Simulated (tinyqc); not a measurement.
Fully depleted semiconductor-on-insulator film with two gates, non-linear Poisson equation by Newton steps: one step of the calculation.

One dimension across the film, front interface at x = 0, back interface at x = ts. psi is counted from the intrinsic level, n = ni exp(psi/Vt) (source grounded), holes neglected, acceptors ionised. Gates act through Cox = eps0 eox/tox and Cbox = 3.9 eps0/tb with potentials G1 = Vg - (phiM - chi - Vt ln(Nc/ni)) and G2 = Vb - (phiB - chi - Vt ln(Nc/ni)). Classical Boltzmann densities, no interface charge, no depletion in the back plane.

Problem. Newton step. Solve a d_(i-1) + b_i d_i + a d_(i+1) = -F_i for all nodes. Each component d is damped to sign(d) Vt ln(1 + |d|/Vt) before it is added.

Inputs (values chosen for the exercise):
```
symbol,value,unit,meaning
T,300,K,temperature
```

Constants: q = 1.602176634e-19 C, kB = 1.380649e-23 J/K, Vt = kB T/q. Results are converted to the units shown.

a = 2.4791726 uF/cm^2
diagonal b, node 0 to 7 (F/cm^2): [-3.4130790e-6, -4.9583461e-6, -4.9583461e-6, -4.9583461e-6, -4.9583461e-6, -4.9583461e-6, -4.9583461e-6, -2.7930942e-6]
residual F, node 0 to 7 (C/cm^2): [2.7410393e-7, -1.3275201e-8, -1.3275201e-8, -1.3275201e-8, -1.3275201e-8, -1.3275201e-8, -1.3275201e-8, 1.2540081e-7]
psi at the start, node 0 to 7 (V): [0.1, 0.1, 0.1, 0.1, 0.1, 0.1, 0.1, 0.1]

Wanted: Newton step d, before damping; psi after iteration 1.

Solution.

Newton step d, before damping, node 0 to 7 (V): [0.2541, 0.2393, 0.2298, 0.2257, 0.2270, 0.2336, 0.2455, 0.2628]
psi after iteration 1, node 0 to 7 (V): [0.1616, 0.1602, 0.1592, 0.1588, 0.1590, 0.1596, 0.1608, 0.1624]

Program tinyqc, `OMP_NUM_THREADS=1 python tinyqc.py 2190035 2190036 out.jsonl`; Intel Xeon 2.30GHz, shared host, one thread, about 0.4 s.
